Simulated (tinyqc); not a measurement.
Worked calculation: RHF in the sto-3g basis, for H4, spin multiplicity 1. Computed by tinyqc, a small Python program that keeps every step (integrals from PySCF). Settings: charge = 0, multiplicity = 1, basis = sto-3g, energy threshold = 1e-08, iteration cap = 62, orthogonalisation = canonical, start = atomic densities, DIIS depth = 6, method = RHF. Command: `OMP_NUM_THREADS=1 python tinyqc.py 25389 25390 out.jsonl` (the two numbers bound the seeds that draw the settings). One thread of a shared host (Intel(R) Xeon(R) Processor @ 2.60GHz), about 0.04 s of CPU time with the checks. Later iterations appear only in the table of the cycle.

## One-electron integrals

Geometry (angstrom):
```
atom        x        y        z
H     0.00000  0.00000  0.00000
H     0.00000  0.00000  0.86000
H     0.00000  1.28100  0.00000
H     0.00000  1.28100  0.86000
```

Basis sto-3g: exponents (1/bohr^2) and contraction coefficients of normalised primitives:
```
element  l (shell)  exponent  coefficient
H            s (1)   3.42525      0.15433
H            s (1)   0.62391      0.53533
H            s (1)   0.16886      0.44463
```

Overlap, kinetic and nuclear-attraction integrals over the contracted functions; the nuclear repulsion is the sum of Za Zb / Rab.

nuclear repulsion = 2.7427870 hartree

overlap S:
```
         1H 1s    2H 1s    3H 1s    4H 1s
1H 1s  1.00000  0.58235  0.34782  0.24140
2H 1s  0.58235  1.00000  0.24140  0.34782
3H 1s  0.34782  0.24140  1.00000  0.58235
4H 1s  0.24140  0.34782  0.58235  1.00000
```

kinetic energy T (hartree):
```
         1H 1s    2H 1s    3H 1s    4H 1s
1H 1s  0.76003  0.17166  0.03694  0.00624
2H 1s  0.17166  0.76003  0.00624  0.03694
3H 1s  0.03694  0.00624  0.76003  0.17166
4H 1s  0.00624  0.03694  0.17166  0.76003
```

nuclear attraction V (hartree):
```
          1H 1s     2H 1s     3H 1s     4H 1s
1H 1s  -2.55995  -1.44419  -0.81946  -0.58275
2H 1s  -1.44419  -2.55995  -0.58275  -0.81946
3H 1s  -0.81946  -0.58275  -2.55995  -1.44419
4H 1s  -0.58275  -0.81946  -1.44419  -2.55995
```

core Hamiltonian H = T + V (hartree):
```
          1H 1s     2H 1s     3H 1s     4H 1s
1H 1s  -1.79992  -1.27252  -0.78252  -0.57650
2H 1s  -1.27252  -1.79992  -0.57650  -0.78252
3H 1s  -0.78252  -0.57650  -1.79992  -1.27252
4H 1s  -0.57650  -0.78252  -1.27252  -1.79992
```

## Two-electron integrals

Functions are numbered as in S; the eight-fold symmetry (ij|kl) = (ji|kl) = (kl|ij) leaves the list below.

Two-electron integrals (ij|kl) in chemists' order, unique and non-zero (hartree):
```
(11|11) 0.77461   (21|11) 0.37864   (21|21) 0.22498   (22|11) 0.52591
(22|21) 0.37864   (22|22) 0.77461   (31|11) 0.19885   (31|21) 0.10365
(31|22) 0.15309   (31|31) 0.07225   (32|11) 0.12220   (32|21) 0.07435
(32|22) 0.12787   (32|31) 0.04553   (32|32) 0.03277   (33|11) 0.39635
(33|21) 0.21786   (33|22) 0.33710   (33|31) 0.19885   (33|32) 0.12787
(33|33) 0.77461   (41|11) 0.12787   (41|21) 0.07435   (41|22) 0.12220
(41|31) 0.04553   (41|32) 0.03241   (41|33) 0.12220   (41|41) 0.03277
(42|11) 0.15309   (42|21) 0.10365   (42|22) 0.19885   (42|31) 0.05612
(42|32) 0.04553   (42|33) 0.15309   (42|41) 0.04553   (42|42) 0.07225
(43|11) 0.21786   (43|21) 0.13003   (43|22) 0.21786   (43|31) 0.10365
(43|32) 0.07435   (43|33) 0.37864   (43|41) 0.07435   (43|42) 0.10365
(43|43) 0.22498   (44|11) 0.33710   (44|21) 0.21786   (44|22) 0.39635
(44|31) 0.15309   (44|32) 0.12220   (44|33) 0.52591   (44|41) 0.12787
(44|42) 0.19885   (44|43) 0.37864   (44|44) 0.77461
```

## Orthogonalisation

S = U s U^T; canonical form X = U s^(-1/2), so that X^T S X = 1. Each column of U has its largest component positive (the first on a tie).

eigenvalues of S: 0.31123  0.52408  0.99313  2.17157

X:
```
              1         2         3        4
1H 1s   0.89626   0.69067   0.50173  0.33930
2H 1s  -0.89626  -0.69067   0.50173  0.33930
3H 1s  -0.89626   0.69067  -0.50173  0.33930
4H 1s   0.89626  -0.69067  -0.50173  0.33930
```

## Starting guess

The start is atomic minimal-basis densities projected into this basis (PySCF's MINAO start) and scaled to the electron count of each spin; this density is not idempotent, so its energy is not variational and may lie below the converged one.

D at the start:
```
         1H 1s    2H 1s    3H 1s    4H 1s
1H 1s  0.91972  0.08456  0.07150  0.02556
2H 1s  0.08456  0.91972  0.02556  0.07150
3H 1s  0.07150  0.02556  0.91972  0.08456
4H 1s  0.02556  0.07150  0.08456  0.91972
```

## Iteration 1: building the Fock matrix

J_ij = sum D_kl (ij|kl), K_ij = sum D_kl (ik|jl); F = H + J - 0.5 K; E = tr D H + tr D J / 2 - 0.25 tr D K + E_nn.

Coulomb J (hartree):
```
         1H 1s    2H 1s    3H 1s    4H 1s
1H 1s  2.03467  1.19450  0.70545  0.50150
2H 1s  1.19450  2.03467  0.50150  0.70545
3H 1s  0.70545  0.50150  2.03467  1.19450
4H 1s  0.50150  0.70545  1.19450  2.03467
```

exchange K (hartree):
```
         1H 1s    2H 1s    3H 1s    4H 1s
1H 1s  1.13856  0.89512  0.59933  0.51620
2H 1s  0.89512  1.13856  0.51620  0.59933
3H 1s  0.59933  0.51620  1.13856  0.89512
4H 1s  0.51620  0.59933  0.89512  1.13856
```

Fock matrix F (hartree):
```
          1H 1s     2H 1s     3H 1s     4H 1s
1H 1s  -0.33453  -0.52558  -0.37673  -0.33311
2H 1s  -0.52558  -0.33453  -0.33311  -0.37673
3H 1s  -0.37673  -0.33311  -0.33453  -0.52558
4H 1s  -0.33311  -0.37673  -0.52558  -0.33453
```

total energy of this density = -1.6997590 hartree

This density is the starting one; it is not idempotent, so its energy is not variational and may lie below the converged one.

## Iteration 1: diagonalisation and new density

Diagonalise F' = X^T F X, C = X C', fill 2 alpha and 2 beta electrons from the bottom; D = 2 C_occ C_occ^T. Each column has its largest component positive (the first on a tie).

F' = X^T F X (hartree):
```
         1        2         3         4
1  0.75402  0.00000   0.00000   0.00000
2  0.00000  0.28132   0.00000   0.00000
3  0.00000  0.00000  -0.15131   0.00000
4  0.00000  0.00000   0.00000  -0.72296
```

orbital energies (hartree): MO1 -0.72296, MO2 -0.15131, MO3 0.28132, MO4 0.75402

coefficients C:
```
           MO1       MO2       MO3       MO4
1H 1s  0.33930   0.50173   0.69067   0.89626
2H 1s  0.33930   0.50173  -0.69067  -0.89626
3H 1s  0.33930  -0.50173   0.69067  -0.89626
4H 1s  0.33930  -0.50173  -0.69067   0.89626
```

D after iteration 1:
```
          1H 1s     2H 1s     3H 1s     4H 1s
1H 1s   0.73371   0.73371  -0.27321  -0.27321
2H 1s   0.73371   0.73371  -0.27321  -0.27321
3H 1s  -0.27321  -0.27321   0.73371   0.73371
4H 1s  -0.27321  -0.27321   0.73371   0.73371
```

## Iteration 2: building the Fock matrix

As before.

Coulomb J (hartree):
```
         1H 1s    2H 1s    3H 1s    4H 1s
1H 1s  2.03869  1.20173  0.70074  0.49982
2H 1s  1.20173  2.03869  0.49982  0.70074
3H 1s  0.70074  0.49982  2.03869  1.20173
4H 1s  0.49982  0.70074  1.20173  2.03869
```

exchange K (hartree):
```
         1H 1s    2H 1s    3H 1s    4H 1s
1H 1s  1.15708  0.99062  0.41600  0.37766
2H 1s  0.99062  1.15708  0.37766  0.41600
3H 1s  0.41600  0.37766  1.15708  0.99062
4H 1s  0.37766  0.41600  0.99062  1.15708
```

Fock matrix F (hartree):
```
          1H 1s     2H 1s     3H 1s     4H 1s
1H 1s  -0.33977  -0.56610  -0.28977  -0.26552
2H 1s  -0.56610  -0.33977  -0.26552  -0.28977
3H 1s  -0.28977  -0.26552  -0.33977  -0.56610
4H 1s  -0.26552  -0.28977  -0.56610  -0.33977
```

total energy of this density = -2.0490195 hartree

## Iteration 2: DIIS over 2 matrices

error matrix X^T (FDS - SDF) X:
```
         1        2        3        4
1  0.00000  0.00000  0.00000  0.00000
2  0.00000  0.00000  0.00000  0.00000
3  0.00000  0.00000  0.00000  0.00000
4  0.00000  0.00000  0.00000  0.00000
```

B (overlaps of the stored error matrices):
```
               1              2
1  0.0000000e+00  0.0000000e+00
2  0.0000000e+00  0.0000000e+00
```

Minimise |sum c_i e_i|^2 with sum c_i = 1: solve [B -1; -1 0][c; lambda] = [0; -1] with B_ij = tr e_i^T e_j, and take F = sum c_i F_i.

DIIS coefficients: 0.76055  0.23945

extrapolated F (hartree):
```
          1H 1s     2H 1s     3H 1s     4H 1s
1H 1s  -0.33578  -0.53528  -0.35591  -0.31693
2H 1s  -0.53528  -0.33578  -0.31693  -0.35591
3H 1s  -0.35591  -0.31693  -0.33578  -0.53528
4H 1s  -0.31693  -0.35591  -0.53528  -0.33578
```

## Iteration 2: diagonalisation and new density

As before.

F' = X^T F X (hartree):
```
         1        2         3         4
1  0.76627  0.00000   0.00000   0.00000
2  0.00000  0.30628   0.00000   0.00000
3  0.00000  0.00000  -0.19961   0.00000
4  0.00000  0.00000   0.00000  -0.71096
```

orbital energies (hartree): MO1 -0.71096, MO2 -0.19961, MO3 0.30628, MO4 0.76627

coefficients C:
```
           MO1       MO2       MO3       MO4
1H 1s  0.33930   0.50173   0.69067   0.89626
2H 1s  0.33930   0.50173  -0.69067  -0.89626
3H 1s  0.33930  -0.50173   0.69067  -0.89626
4H 1s  0.33930  -0.50173  -0.69067   0.89626
```

D after iteration 2:
```
          1H 1s     2H 1s     3H 1s     4H 1s
1H 1s   0.73371   0.73371  -0.27321  -0.27321
2H 1s   0.73371   0.73371  -0.27321  -0.27321
3H 1s  -0.27321  -0.27321   0.73371   0.73371
4H 1s  -0.27321  -0.27321   0.73371   0.73371
```

## Iteration 3: building the Fock matrix

As before.

Coulomb J (hartree):
```
         1H 1s    2H 1s    3H 1s    4H 1s
1H 1s  2.03869  1.20173  0.70074  0.49982
2H 1s  1.20173  2.03869  0.49982  0.70074
3H 1s  0.70074  0.49982  2.03869  1.20173
4H 1s  0.49982  0.70074  1.20173  2.03869
```

exchange K (hartree):
```
         1H 1s    2H 1s    3H 1s    4H 1s
1H 1s  1.15708  0.99062  0.41600  0.37766
2H 1s  0.99062  1.15708  0.37766  0.41600
3H 1s  0.41600  0.37766  1.15708  0.99062
4H 1s  0.37766  0.41600  0.99062  1.15708
```

Fock matrix F (hartree):
```
          1H 1s     2H 1s     3H 1s     4H 1s
1H 1s  -0.33977  -0.56610  -0.28977  -0.26552
2H 1s  -0.56610  -0.33977  -0.26552  -0.28977
3H 1s  -0.28977  -0.26552  -0.33977  -0.56610
4H 1s  -0.26552  -0.28977  -0.56610  -0.33977
```

total energy of this density = -2.0490195 hartree

## Iteration 3 (converged): orbitals

As before.

F' = X^T F X (hartree):
```
         1        2         3         4
1  0.80517  0.00000   0.00000   0.00000
2  0.00000  0.38559   0.00000   0.00000
3  0.00000  0.00000  -0.35300   0.00000
4  0.00000  0.00000   0.00000  -0.67286
```

orbital energies (hartree): MO1 -0.67286, MO2 -0.35300, MO3 0.38559, MO4 0.80517

coefficients C:
```
           MO1       MO2       MO3       MO4
1H 1s  0.33930   0.50173   0.69067   0.89626
2H 1s  0.33930   0.50173  -0.69067  -0.89626
3H 1s  0.33930  -0.50173   0.69067  -0.89626
4H 1s  0.33930  -0.50173  -0.69067   0.89626
```

D after iteration 3:
```
          1H 1s     2H 1s     3H 1s     4H 1s
1H 1s   0.73371   0.73371  -0.27321  -0.27321
2H 1s   0.73371   0.73371  -0.27321  -0.27321
3H 1s  -0.27321  -0.27321   0.73371   0.73371
4H 1s  -0.27321  -0.27321   0.73371   0.73371
```

## Convergence

Stop when the energy changes by less than 1e-08 hartree and every element of the error matrix X^T (F D S - S D F) X is below 3e-05.

Course of the cycle:
```
iteration  E (hartree)     change  largest element of the error matrix
1           -1.6997590          -                             4.12e-16
2           -2.0490195  -3.49e-01                             1.15e-15
3           -2.0490195    0.00000                             9.79e-16
```

PySCF RHF in the same basis = -2.0490195 hartree

Converged in 3 iterations.

## Populations, bond orders and dipole

Mulliken: Z minus the diagonal of D S on the atom; Loewdin: the same with S^(1/2) D S^(1/2); Mayer order: 2 sum_s sum (D(s) S)_ij (D(s) S)_ji over the two atoms.

Charges (e):
```
atom  Mulliken  Loewdin
1H           0        0
2H           0        0
3H           0        0
4H           0        0
```

Mayer bond orders:
```
pair    order
2-1   1.00000
3-1         0
3-2         0
4-1         0
4-2         0
4-3   1.00000
```

dipole moment about the origin, x y z (debye): 0.00000  0.00000  0.00000
